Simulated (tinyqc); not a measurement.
Resonant-tunnelling diode, transfer matrices and Tsu-Esaki current: two steps of the calculation.

Emitter (band edge 0), barrier d1, well Lw, barrier d2, spacer ds, collector (edge -V). The bias drops linearly over these layers and none in the contacts; each layer is cut into ns equal slices, flat at the value of their centres. E is the energy of motion across the layers, C = hbar^2/(2 m0), psi and psi'/m are continuous. Transport is coherent, T(E) is taken as independent of the transverse momentum, and charge in the well is ignored.

Values chosen for this exercise; masses and offsets close to those of InGaAs wells and InAlAs barriers: mass in the well, spacer and contacts mw = 0.042 m0; slices in each layer ns = 2; bias of the collector V = 0.21 V; trial energy E = 0.03439 eV.

Constants: q = 1.602176634e-19 C, hbar = 1.054571817e-34 J s, m0 = 9.1093837015e-31 kg, hbar^2/(2 m0) = 0.0380998212 eV nm^2. Results are converted to the units shown.

Question 1. Running product of the slice matrices at the trial energy. For the pair (psi, psi'/m) a flat layer has M = [[cos kd, (m/k) sin kd], [-(k/m) sin kd, cos kd]] with k = sqrt(m (E - U)/C) above its edge U, and M = [[cosh Kd, (m/K) sinh Kd], [(K/m) sinh Kd, cosh Kd]] with K = sqrt(m (U - E)/C) below it. Later slices stand to the left. With M acting on (psi, psi'/m) and v = k/m in each lead, T(E) = 4 vL vR/[(vL vR M12 - M21)^2 + (vR M11 + vL M22)^2]. vL = sqrt(mw E/C)/mw, vR = sqrt(mw (E + V)/C)/mw.

```
slice	U (eV)	m (m0)	width (nm)
0	0.52425781	0.073	0.7
1	0.51277344	0.073	0.7
2	-0.04347656	0.042	2.5
3	-0.08449219	0.042	2.5
4	0.41925781	0.073	0.7
5	0.40777344	0.073	0.7
6	-0.14847656	0.042	2.5
7	-0.18949219	0.042	2.5
```

Give: Product after each layer; T(E).

Answer 1.

Product after each layer:
```
	M11	M12 (nm)	M21 (1/nm)	M22
barrier d1	2.062	0.1361	23.69	2.049
well	3.079	0.2649	-20.85	-1.469
barrier d2	2.890	0.2903	16.42	1.996
spacer	-0.8063	-0.05956	-36.21	-3.915
```

T(E) = 0.1228

Question 2. Breit-Wigner parameters from a parabola through 1/T(E). Near a resonance 1/T(E) = (1/Tp) [1 + (2 (E - Er)/G)^2]. With y = 1/T(E) at E0 - h, E0, E0 + h: a = (y1 + y3 - 2 y2)/(2 h^2), b = (y3 - y1)/(2 h), Er = E0 - b/(2 a), 1/Tp = y2 - b^2/(4 a), G = 2 sqrt(1/(Tp a)), tau = hbar/G.

three energies (eV): 0.05231  0.05961  0.06691
T(E) at these energies: 0.69386027  0.85233194  0.61798939

Give: Er; Tp; G; tau.

Answer 2.

Er = 0.058704 eV
Tp = 0.85634
G = 26.427 meV
tau = 24.907 fs

The true maximum of T(E) lies at 0.058207 eV with height 0.8624 and full width 25.91 meV; the fitted G is 2.0 % above that width.

tinyqc, about 0.2 s, one thread, Intel Xeon 2.30GHz (shared host): `OMP_NUM_THREADS=1 python tinyqc.py 2600108 2600109 out.jsonl`
